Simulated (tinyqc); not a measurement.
Surface Green function of a two-leg ladder, Sancho-Rubio decimation: effect of the broadening.

A semi-infinite lead of cells 0, 1, 2, ... with H0 inside a cell and H1 = <cell i|H|cell i + 1>. One rung (site 1 on leg a, site 2 on leg b) is a cell; all hoppings enter with a minus sign. z = E + i eta.

Start with e_s = e = H0, a = H1, b = H1^dagger. Each round: g = (z - e)^(-1); e_s <- e_s + a g b; e <- e + a g b + b g a; a <- a g a; b <- b g b (all with the old a, b). Round k joins cells 2^k apart. Stop when the largest entry of the matrices a and b is below 1e-12 eV; g_s = (z - e_s)^(-1), bulk (z - e)^(-1), density of states -Im Tr/pi. The last column counts the steps of the plain recursion g <- (z - H0 - H1 g H1^dagger)^(-1), one cell a step from g = (z - H0)^(-1), until no entry changes by more than 1e-8 1/eV.

Values chosen for this exercise:
- E = 0.91 eV (energy)

H0 (eV):

|  | 1 | 2 |
|---|---|---|
| 1 | 0 | -3.99 |
| 2 | -3.99 | 1.62 |

H1 (eV):

|  | 1 | 2 |
|---|---|---|
| 1 | -2.7 | -0.92 |
| 2 | 0 | -2.15 |

Results:

| eta (eV) | rounds | surface density of states (1/eV) | plain steps |
|---|---|---|---|
| 0.8 | 8 | 0.1039 | 46 |
| 0.3 | 9 | 0.09733 | 121 |
| 0.05 | 12 | 0.08319 | 726 |
| 0.03 | 12 | 0.08139 | 1211 |
| 0.01 | 14 | 0.07952 | 3635 |

Estimate the missing row, eta = 0.1 eV.

Computed row:

| eta (eV) | rounds | surface density of states (1/eV) | plain steps |
|---|---|---|---|
| 0.1 | 11 | 0.08729 | 363 |

With this row back in the table: The rounds go from 8 to 14 and the plain steps from 46 to 3635. Inside a band the plain recursion needs a number of steps that grows as 1/eta, the decimation only as log2(1/eta). The density of states tends to 0.07858 1/eV as eta goes to zero; the first row is 32 % above that and the last 1.2 % above it.

tinyqc, about 0.1 s, one thread, Intel Xeon 2.30GHz (shared host): `OMP_NUM_THREADS=1 python tinyqc.py 2680102 2680103 out.jsonl`
